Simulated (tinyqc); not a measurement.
Worked calculation: geometry optimisation on the UHF/sto-6g surface (energies and gradients from PySCF), for H3, spin multiplicity 2. Computed by tinyqc, a small Python program that keeps every step (integrals from PySCF). Settings: charge = 0, multiplicity = 2, basis = sto-6g, optimiser = bfgs, first Hessian = 0.6, largest step = 0.3, iteration cap = 30. Command: `OMP_NUM_THREADS=1 python tinyqc.py 24968 24969 out.jsonl` (the two numbers bound the seeds that draw the settings). One thread of a shared host (Intel(R) Xeon(R) Processor @ 2.60GHz), about 2 s of CPU time with the checks.

## Step 1: energy and gradient

positions at the start (bohr):
```
            x          y          z
1H   0.035905  -0.068030   0.018897
2H   0.103935  -0.011338   1.392728
3H  -0.011338   0.000000  -1.381390
```

Self-consistent energy and analytic gradient at these positions.

energy = -1.51989228 hartree

gradient (hartree/bohr):
```
              x            y            z
1H   0.00094764   0.00430041   0.00455026
2H  -0.00630939  -0.00170113  -0.14219256
3H   0.00536175  -0.00259928   0.13764230
```

## Step 1: move

Quasi-Newton step p = -H^(-1) g (first H = 0.6 times the unit matrix); steps longer than 0.3 bohr are cut back (factor 0.908 here).

positions after step 1 (bohr):
```
            x          y          z
1H   0.034470  -0.074539   0.012010
2H   0.113485  -0.008763   1.607956
3H  -0.019454   0.003934  -1.589730
```

## Step 2: energy and gradient

As before.

energy = -1.55481691 hartree

gradient (hartree/bohr):
```
              x            y            z
1H  -0.00031889  -0.00175204  -0.00026438
2H  -0.00130906   0.00102396  -0.03522285
3H   0.00162795   0.00072808   0.03548724
```

## Step 2: move

inverse Hessian in use (bohr^2/hartree), lower triangle:
```
           1          2          3          4          5          6         7         8
1   1.666615
2  -0.000251   1.665452
3  -0.000180  -0.000898   1.666127
4   0.000160   0.000836   0.000316   1.666829
5   0.000117   0.000561   0.000440  -0.000449   1.666413
6   0.003302   0.017443   0.005638   0.005697  -0.009569   1.841186
7  -0.000108  -0.000585  -0.000135  -0.000322   0.000332  -0.008998  1.667097
8   0.000134   0.000653   0.000457  -0.000387  -0.000307  -0.007874  0.000253  1.666320
9  -0.003121  -0.016546  -0.005098  -0.006012   0.009128  -0.180158  0.009134  0.007417

          9
9  1.851923
```

Quasi-Newton step p = -H^(-1) g (the inverse Hessian comes from BFGS updates; coordinates in the order x, y, z of each atom); steps longer than 0.3 bohr are cut back.

positions after step 2 (bohr):
```
            x          y          z
1H   0.035229  -0.070419   0.012828
2H   0.116084  -0.011131   1.679272
3H  -0.022811   0.002181  -1.661865
```

## Convergence

Stop when the largest gradient component is below 3e-5 hartree/bohr. The inverse Hessian follows the BFGS update with s = step, y = change of gradient.

Course of the optimisation:
```
step  E (hartree)  largest gradient (hartree/bohr)
1     -1.51989228                         1.42e-01
2     -1.55481691                         3.55e-02
3     -1.55820617                         1.28e-02
4     -1.55879344                         2.63e-03
5     -1.55884120                         3.15e-03
6     -1.55898841                         9.71e-03
7     -1.55946384                         1.99e-02
8     -1.56143035                         3.92e-02
9     -1.56858541                         5.90e-02
10    -1.58088664                         3.40e-02
11    -1.58752363                         1.68e-02
12    -1.59154276                         9.52e-03
13    -1.59380951                         1.41e-02
14    -1.59523322                         1.32e-02
15    -1.59621516                         3.58e-03
16    -1.59663569                         7.19e-03
17    -1.59693859                         1.13e-03
18    -1.59703899                         6.52e-03
19    -1.59712622                         1.88e-03
20    -1.59717354                         3.04e-03
21    -1.59720458                         9.73e-04
22    -1.59721627                         3.13e-03
23    -1.59723088                         3.67e-04
24    -1.59723765                         1.58e-03
25    -1.59724190                         9.26e-04
26    -1.59724558                         8.79e-04
27    -1.59724763                         8.51e-04
28    -1.59724393                         2.99e-03
29    -1.59724897                         4.17e-04
30    -1.59724985                         1.70e-04
```

Distances after the last move, whose energy is not in the table (angstrom):
```
pair   distance
2H-1H  0.713747
3H-1H  4.234415
3H-2H  4.133457
```

Not converged within 30 steps: the energy rises at some steps, so steps overshoot.
